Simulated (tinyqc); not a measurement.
What each parameter does: temperature and isotope dependence of a band gap in oscillator models.

E(T) = E0 - sum_i sl_i th_i n_i(T), n = 1/(exp(th/T) - 1). The same coupling lowers the gap at 0 K by the zero-point term ZP = sum_i sl_i th_i/2, so the gap of the static lattice is E0 + ZP. Thermal expansion is taken as part of the slopes.

Inputs chosen for the exercise (near those of SiC; not measured data):

| symbol | value | unit | meaning |
|---|---|---|---|
| E0 | 3.297 | eV | gap at 0 K |
| th | (301, 865) | K | temperatures of two oscillators |
| sl | (0.1907, 0.3703) | meV/K | their high-temperature slopes |
| T | 300 | K | temperature |

Gap at T, slope -sum sl_i (th_i/T)^2 n_i (1 + n_i) and ZP.

Results for these values:

| case | E(T) (eV) | dE/dT (meV/K) | ZP (meV) |
|---|---|---|---|
| base | 3.2448 | -0.3687 | 188.86 |

What happens to each result for th = (301, 1038) K, all else kept?

Answer: E(T) rises from 3.2448 to 3.2513; dE/dT rises from -0.3687 to -0.3240; ZP rises from 188.86 to 220.89.

The same for each parameter in turn:

| case | E(T) (eV) | dE/dT (meV/K) | ZP (meV) |
|---|---|---|---|
| base | 3.2448 | -0.3687 | 188.86 |
| T = 340 K | 3.2294 | -0.4004 | 188.86 |
| E0 = 3.307 eV | 3.2548 | -0.3687 | 188.86 |
| th = (301, 1038) K | 3.2513 | -0.3240 | 220.89 |
| sl = (0.2479, 0.3703) meV/K | 3.2348 | -0.4214 | 197.46 |

(tinyqc, `OMP_NUM_THREADS=1 python tinyqc.py 1850922 1850923 out.jsonl`, Intel(R) Xeon(R) Processor @ 2.30GHz, 1 thread, shared host, about 0.01 s.)
